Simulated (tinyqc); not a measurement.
Low-temperature mobility of a two-dimensional electron gas with static screening: one step, computed by the program tinyqc.

One subband is filled, the gas is degenerate and scatters at the Fermi circle; one permittivity serves on both sides of the interface. All formulas are in SI units, masses times m_0. Piezoelectric and polar phonons are left out, and n_s is taken as set by a gate, independent of N_i.

Problem. The integrands at a few angles. Form factors with u = q/b: screening G(q) = [1 + 9u/8 + 3u^2/8]/(1 + u)^3, remote charge P(q) = exp(-q d)/(1 + u)^3. Dielectric function eps(q) = 1 + q_TF G(q)/q, with q = 2 k_F sin(theta/2). Roughness: <|U|^2> = (e F)^2 S(q), S = pi Delta^2 Lambda^2/(1 + q^2 Lambda^2/2)^(3/2). Remote charges: <|U|^2> = N_i [e^2 P(q)/(2 eps eps_0 q)]^2. The last two columns are (m/(pi hbar^3)) <|U|^2>/eps(q)^2.

Inputs (values chosen for the exercise, modelled on a strained silicon well):

| quantity | value | unit |
|---|---|---|
| in-plane mass m | 0.194 | m_0 |
| permittivity eps | 11.9 | - |
| roughness height Delta | 0.71 | nm |
| correlation length Lambda | 2.6 | nm |
| remote charge density N_i | 4.3e+10 | 1/cm^2 |
| distance d of the charges from the interface | 3 | nm |
| temperature T | 20 | K |

Wave function: Fang-Howard. Roughness spectrum: exponential.

k_F = 0.1736643 1/nm

b = 0.9360801 1/nm

q_TF = 1.232292 1/nm

effective field F = 0.08119999 MV/cm

Constants: m_0 = 9.1093837015e-31 kg; hbar = 1.054571817e-34 J s; e = 1.602176634e-19 C; eps_0 = 8.8541878128e-12 F/m.

Give: Integrands (1e9/(s rad)).

Solution.

Integrands (1e9/(s rad)):

| theta (degrees) | q (1/nm) | G | eps(q) | roughness | remote charges |
|---|---|---|---|---|---|
| 5 | 0.0152 | 0.9704 | 79.93 | 1.359e-01 | 173.1 |
| 15 | 0.0453 | 0.9158 | 25.89 | 1.283e+00 | 127.4 |
| 30 | 0.0899 | 0.8442 | 12.57 | 5.281e+00 | 80.6 |
| 60 | 0.1737 | 0.7332 | 6.20 | 1.953e+01 | 33.5 |
| 90 | 0.2456 | 0.6567 | 4.29 | 3.567e+01 | 15.6 |
| 135 | 0.3209 | 0.5905 | 3.27 | 5.200e+01 | 6.9 |
| 180 | 0.3473 | 0.5700 | 3.02 | 5.696e+01 | 5.2 |

Caution: k_B T exceeds a quarter of E_F, so scattering at the Fermi circle alone and zero-temperature screening are rough.
